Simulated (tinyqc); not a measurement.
## Van der Pauw, Hall and four-point-probe measurements on a doped layer: correction factor against the shape of the sample

A uniform n-type layer with sheet resistance Rs = 1/(q ns mu), point contacts, low field (mu B small).

Rs = 1/(q ns mu). For a rectangle with contacts at the corners, RA = (8 Rs/pi) sum_(k>=0) ln coth((2k + 1) pi a/(2 b)) with current along a short side b and voltage along the opposite one, RB the same with a and b exchanged. ar = a/b. F = Rs/[(pi/ln 2)(RA + RB)/2]; small-asymmetry estimate 1 - (ln 2/2) d^2 - ((ln 2)^2/4 - (ln 2)^3/12) d^4 with d = (RB - RA)/(RB + RA).

Parameters, values chosen for the exercise:
- ns = 6.1e12 cm^-2 (sheet density of the layer)
- mu = 670 cm^2/(V s) (drift mobility)

Constants: q = 1.602176634e-19 C. Results are converted to the units shown.

Correction factor against the shape of the sample:
```
ar,RA (ohm),RB (ohm),RB/RA,F,estimate of F
1,336.95,336.95,1.0000,1.0000,1.0000
1.34,115.54,755.09,6.5355,0.77403,0.78609
1.69,38.466,1252.2,32.554,0.52212,0.62128
2.03,13.218,1758.9,133.07,0.38027,0.57672
2.37,4.5424,2273.9,500.59,0.29577,0.56529
2.71,1.5610,2791.6,1788.4,0.24126,0.56225
3.06,0.51983,3325.6,6397.4,0.20261,0.56140
3.4,0.17864,3844.7,21522,0.17527,0.56116
```

RB/RA rises from 1.00 to 21500 and F falls from 1.00 to 0.175. The estimate is 19 % above F at a/b = 1.69 and 3.20 times it in the last row. RA shrinks about as exp(-pi a/b): by a factor of 2.91 between the last two rows, against 2.91.

Program tinyqc, `OMP_NUM_THREADS=1 python tinyqc.py 2850133 2850134 out.jsonl`; Intel Xeon 2.30GHz, shared host, one thread, about 0.01 s.
